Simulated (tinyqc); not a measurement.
Inside a calculation. Model: leakage through a gate insulator: direct, Fowler-Nordheim, trap-assisted and Poole-Frenkel currents. Computed by tinyqc, a small Python program that keeps every step. Command: `OMP_NUM_THREADS=1 python tinyqc.py 3009786 3009787 out.jsonl oxideleak walk`. One thread of a shared host (Intel(R) Xeon(R) Processor @ 2.30GHz), about 0.01 s of CPU time with the checks. Intermediate numbers are printed to about 6 digits and carried at full precision; extremes and crossings named in words are read from the listed rows.

Electrons enter from the cathode Fermi level at x = 0; the conduction band of the insulator lies phi_b - e F x above it, F = V/t. WKB exponents use a parabolic band with mass m.

Inputs (values chosen for the exercise, with an insulator like Al2O3):
```
quantity                          value   unit
thickness t                         4.2     nm
barrier phi_b                      2.12     eV
tunnelling mass m                  0.34    m_0
static constant eps_ox             8.78      -
optical constant eps_opt           3.16      -
voltage across the insulator V      1.9      V
trap depth phi_t                    1.4     eV
trap density N_t                2.7e+17  cm^-3
attempt rate nu_0                 1e+12    1/s
activation of capture E_a         0.073     eV
temperature T                       300      K
```

Constants: hbar^2/(2 m_0) = 3.80998212 eV angstrom^2; e = 1.602176634e-19 C; hbar = 1.054571817e-34 J s; k_B = 8.617333262e-05 eV/K; eps_0 = 8.8541878128e-12 F/m.

## Field and tunnelling without traps

For a level a distance phi(x) below the band, the WKB exponent is 2 int kappa dx with kappa = sqrt(m phi/(hbar^2/2m_0)); for a linear barrier from phi_1 down to phi_2 = max(phi_1 - e F d, 0) it is G = (4/3) sqrt(m/(hbar^2/2m_0)) (phi_1^(3/2) - phi_2^(3/2))/(e F). J_tun = e^3 F^2/(16 pi^2 hbar m phi_b) x exp(-G) / [1 - sqrt(phi_2/phi_b)]^2 with the free-electron mass in the cathode (m in m_0), phi_2 = max(phi_b - e V, 0): direct tunnelling for e V < phi_b, Fowler-Nordheim above. Image forces, back-flow and the limit on supply are left out, so J_tun is overstated below about 0.5 V. Equivalent oxide thickness = 3.9 t/eps_ox.

field F = 4.52381 MV/cm

equivalent oxide thickness = 1.86560 nm

WKB exponent G = 26.2694

tunnelling current J_tun = 3.71701e-04 A/cm^2

The barrier is a trapezoid: direct tunnelling.

## One trap at several depths

A trap at depth x lies phi_t below the band. Capture: tunnel at the cathode Fermi level from 0 to x (G_in from phi_1 = phi_b), rate nu_0 exp(-G_in - E_c/k_B T) with E_c = E_a + max(phi_b - phi_t - e F x, 0), the last term being the height of the trap above the cathode Fermi level. Emission: tunnel from the trap level to the anode (G_out from phi_1 = phi_t over t - x), rate nu_0 exp(-G_out - E_a/k_B T). Re-emission to the cathode follows from detailed balance, rate_back = rate_in exp(dE/k_B T) with dE = phi_b - phi_t - e F x. Each trap passes R = rate_in rate_out/(rate_in + rate_back + rate_out) electrons per second; filling from the anode is left out. Depths: t times 0.08, 0.2, 0.32, 0.44, 0.56, 0.68, 0.8 and 0.92, rounded to 0.01 nm.

Rates:
```
x (nm)     G_in    G_out  E_c (eV)  rate in (1/s)  rate back (1/s)  rate out (1/s)      R (1/s)
0.34     2.9034  14.5849  0.639190    1.00264e+00      3.25632e+09     2.75104e+04  8.47057e-06
0.84     6.9693  14.5849  0.413000    1.08435e+02      5.58365e+07     2.75104e+04  5.33991e-02
1.34    10.7788  14.2803  0.186810    1.51546e+04      1.23726e+06     3.73093e+04  4.38395e+02
1.85    14.3811  12.8632  0.073000    3.37291e+04      3.66515e+02     1.53904e+05  2.76120e+04
2.35    17.6111  10.8646  0.073000    1.33425e+03      2.29875e-03     1.13561e+06  1.33268e+03
2.86    20.5659   8.3578  0.073000    6.95005e+01      1.59372e-08     1.39283e+07  6.95001e+01
3.36    23.0859   5.5148  0.073000    5.59219e+00      2.03317e-13     2.39110e+08  5.59219e+00
3.86    25.1656   2.3363  0.073000    6.98803e-01      4.02822e-18     5.74155e+09  6.98803e-01
```

The most effective of these traps sits at 1.85 nm, 44 % of the way; where rate back exceeds rate out, re-emission drains the trap, and elsewhere the slower forward step limits R; the best depth is near where rate in and rate out cross.

## Trap-assisted current

J_TAT = e N_t int_0^t R dx by the midpoint rule on 400 intervals; the most effective depth is the midpoint with the largest R, rounded to 0.01 nm.

trap-assisted current J_TAT = 7.16762e-05 A/cm^2

most effective depth = 1.7 nm

## Poole-Frenkel bound

Poole-Frenkel emission over the lowered barrier of a charged trap: lowering sqrt(e F/(pi eps_opt eps_0)); J_PF = e N_t^(2/3) nu_0 exp(-(phi_t - lowering)/k_B T), one sheet of traps emitting with supply unlimited (an upper bound).

barrier lowering = 0.908060 eV

Poole-Frenkel bound J_PF = 3.64242e-04 A/cm^2

Caution: the film is too thin for the Poole-Frenkel picture (the lowering is a large part of the whole drop, or the traps are further apart than the film is thick), so J_PF is only nominal.

## Total without and with traps

J = J_tun + J_TAT (the Poole-Frenkel bound is not added); the ratio J/J_tun is the excess that stress-made traps add.

total current J = 4.43377e-04 A/cm^2

J/J_tun = 1.19283

## Against voltage

The formulas are those given above.

Currents:
```
V (V)  F (MV/cm)  J_tun (A/cm^2)  J_TAT (A/cm^2)  best depth (nm)
0.50      1.1905     2.45708e-07     4.94653e-14             1.94
1.02      2.4286     2.74538e-06     9.47490e-09             2.97
1.53      3.6429     3.96871e-05     9.54332e-06             1.98
2.05      4.8810     1.01712e-03     1.31140e-04             1.60
2.56      6.0952     1.38003e-01     1.33005e-03             1.27
3.08      7.3333     6.01874e+00     7.38910e-03             1.06
3.59      8.5476     8.85056e+01     2.46002e-02             0.91
4.11      9.7857     7.15844e+02     6.24550e-02             0.79
4.62     11.0000     3.62041e+03     1.29663e-01             0.71
```

Tunnelling without traps rules in every row. Over the range J_tun grows by 10.2 decades and J_TAT by 12.4. The highest rows may lie beyond breakdown.

## Against thickness at fixed field

The formulas are those given above.

Currents:
```
t (nm)    V (V)  J_tun (A/cm^2)  J_TAT (A/cm^2)
1.2     0.54286     1.36463e+05     1.61271e-06
1.6     0.72381     3.94215e+03     9.16217e-05
2.2     0.99524     3.39850e+01     2.08217e-04
3.0     1.35714     1.51797e-01     1.99807e-04
4.0     1.80952     8.28714e-04     9.23289e-05
5.5     2.48810     6.88491e-05     3.84004e-05
7.5     3.39286     6.88491e-05     3.83996e-05
10.0    4.52381     6.88491e-05     3.84018e-05
```

Between the first rows J_tun falls by 3.85 decades per nm. From t = phi_b/(e F) = 4.69 nm it stops changing, since a triangular barrier does not feel the thickness. J_TAT stays below J_tun at all these thicknesses.

Checks made by the program: the WKB exponent by quadrature (relative difference 2e-10); the integral with twice the points (relative difference 3e-05).
